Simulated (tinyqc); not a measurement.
Front-illuminated p-i-n photodiode, quantum efficiency and bandwidth: one step of the calculation.

Light enters through a p layer (0 to xp), a depleted layer (xp to xp + wi) and a thick n substrate, decaying as exp(-al x); one pass, no back reflection. Carriers made in the depleted layer are all collected; those in the neutral layers diffuse.

Question. Quantum efficiency. k = al Ln, s = S Ln/Dn, e = exp(-al xp); front layer f1 = (k/(k^2 - 1)) {[s + k - e (s cosh(xp/Ln) + sinh(xp/Ln))]/[s sinh(xp/Ln) + cosh(xp/Ln)] - k e}; depleted layer f2 = e (1 - exp(-al wi)); substrate f3 = e exp(-al wi) al Lp/(1 + al Lp); external efficiency (1 - Rf)(f1 + f2 + f3); responsivity = efficiency q lam/(h c).

Inputs (values chosen for the exercise); values close to those of germanium at this wavelength: wavelength lam = 1310 nm; absorption coefficient al = 6810 1/cm; reflectance of the front face Rf = 0.05; thickness of the front p layer xp = 0.61 um; thickness of the depleted layer wi = 1.7 um; electron diffusion coefficient in the p layer Dn = 35 cm^2/s; electron diffusion length in the p layer Ln = 1 um; recombination velocity of the front surface S = 7e6 cm/s; hole diffusion length in the thick n substrate Lp = 3.2 um.

Constants: q = 1.602176634e-19 C, h = 6.62607015e-34 J s, c = 299792458 m/s. Results are converted to the units shown.

Find: s; f1; f2; f3; external efficiency; responsivity.

Answer.

s = 20.000
f1 = 0.16570
f2 = 0.45267
f3 = 0.14216
external efficiency = 0.72251
responsivity = 0.76339 A/W

The front layer absorbs 34.0 % of the light that enters and collects 48.7 % of that. Diffusion from the neutral layers makes up 40.5 % of the current.

tinyqc, about 0.01 s, one thread, Intel Xeon 2.30GHz (shared host): `OMP_NUM_THREADS=1 python tinyqc.py 2250125 2250126 out.jsonl`
